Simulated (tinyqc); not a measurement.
# Programming of a floating-gate cell by Fowler-Nordheim tunnelling: effects of single changes

Per tunnel area the floating gate has Ctun = 3.9 eps0/tox to the channel (0 V) and Ccg to the control gate, Ct = Ctun/(1 - ag), no other coupling. With the threshold shift U = -Q/Ccg the field is F = ag (Vg - U)/tox, and dU/dt = J/Ccg. Fowler-Nordheim: J = A F^2 exp(-B/F), A = q^2/(16 pi^2 hbar mo phi) (times 1e14 for A/cm^2 with F in V/nm, emitter mass m0), B = (4/3) sqrt(mo/C) phi^1.5, C = hbar^2/(2 m0).

Inputs (values chosen for the exercise); oxide values close to those of silicon dioxide: tunnel barrier phi = 3.1 eV; tunnelling mass mo = 0.49 m0; tunnel oxide thickness tox = 9.4 nm; coupling ratio Ccg/Ct ag = 0.64; threshold shift at the start Vt0 = -2.1 V; control-gate voltage Vg = 15.3 V.

Constants: q = 1.602176634e-19 C, hbar = 1.054571817e-34 J s, m0 = 9.1093837015e-31 kg, eps0 = 8.8541878128e-14 F/cm where lengths are in cm, hbar^2/(2 m0) = 0.0380998212 eV nm^2. Results are converted to the units shown.

Each table varies one quantity; the others keep the values above.

## Programming by a staircase of pulses

Pulse i = 1, 2, ... has the height 13.8 V + (i - 1) 0.2 V and lasts 21 us; each starts from the U that the last one left. Exact: exp(B/F(t)) = exp(B/F(0)) + K t, K = A B ag/(Ccg tox), and U = Vg - tox F/ag.

Programming by a staircase of pulses:
```
N   last pulse (V)    U (V)  gain of the last pulse (V)  F at its end (V/nm)
1            13.80   -1.983                      0.1174                1.075
2            14.00   -1.850                      0.1327                1.079
3            14.20   -1.703                      0.1464                1.083
4            14.40   -1.545                      0.1582                1.086
6            14.80   -1.202                      0.1756                1.089
8            15.20  -0.8338                      0.1863                1.092
11           15.80  -0.2568                      0.1945                1.093
14           16.40   0.3341                      0.1979                1.094
18           17.20    1.130                      0.1994                1.094
```

Read the table: what changes, and by how much?

The gain of a pulse rises from 0.117 to 0.199 V and settles at the step of 0.2 V: the field at the end of a pulse becomes steady, 1.09 V/nm, so U follows the gate one to one whatever it started from. It is within 5 % of the step from pulse 11 on among the rows. In every row the field stays above 10 MV/cm, which wears the oxide.

## Threshold shift against time

Same model as above.

Threshold shift against time:
```
t (s)   F (V/nm)  J (A/cm^2)    U (V)  dU/dlog10 t (V)
4.4e-7     1.183     0.03721   -2.074          0.05773
2.2e-6     1.177     0.03265   -1.981           0.2533
1.1e-5     1.153     0.02005   -1.639           0.7776
5.8e-5     1.101    0.006242  -0.8711            1.276
0.0003     1.036    0.001260  0.07890            1.332
0.0015    0.9753    2.310e-4   0.9746            1.222
0.0078    0.9190    3.972e-5    1.803            1.092
0.04      0.8690    6.936e-6    2.537           0.9782
0.2       0.8248    1.250e-6    3.186           0.8815
1         0.7849    2.264e-7    3.772           0.7983
```

U rises from -2.07 to 3.77 V, while J falls by 5.22 decades, at the end as t^(-1.06). Well past t0 = 1.34e-5 s the stored charge chokes the field and U gains only 0.798 V a decade.

Range of the model: Programming fields of 10 MV/cm and more wear the oxide; trapping and the channel potential are ignored.

Program tinyqc, `OMP_NUM_THREADS=1 python tinyqc.py 2130003 2130004 out.jsonl`; Intel Xeon 2.30GHz, shared host, one thread, about 0.01 s.
